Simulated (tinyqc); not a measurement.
Donor or exciton in a quantum well (variational effective-mass method): one step, computed by the program tinyqc. Command: `OMP_NUM_THREADS=1 python tinyqc.py 3012708 3012709 out.jsonl welldonor walk`. One thread of a shared host (Intel(R) Xeon(R) Processor @ 2.30GHz), about 0.04 s of CPU time with the checks.

H = -nabla^2 - 2/|r - r_i| + V(z) in effective units; trial function psi = f(z) exp(-|r - r_i|/lambda), f the ground state of the well. Mass and screening are the same in well and barrier; l = L/a* is the width in effective units. Bands are flat: no polarisation or applied field.

Question. Binding at the trial radius. k = pi/l; f = cos(k z) inside and zero outside; subband energy k^2 Ry*. Binding E_b(lambda) = -1/lambda^2 + 4 A/(lambda B), with A = int f^2 exp(-2 s/lambda) dz, B = int f^2 exp(-2 s/lambda)(1 + 2 s/lambda) dz and s = |z - z_i|; 40 Gauss-Legendre points on each piece between the walls at z = -l/2 and l/2 and z_i.

Inputs (values chosen for the exercise, modelled on InAs): trial radius lambda = 0.41 a*; donor position z_i/L from the centre = 0.5.

Centre: donor. Barriers: infinite.

l = 0.5756397

Give: A; B; E_b(lambda).

Answer.

A = 0.08028 a*

B = 0.1728 a*

E_b(lambda) = -1.417 Ry*
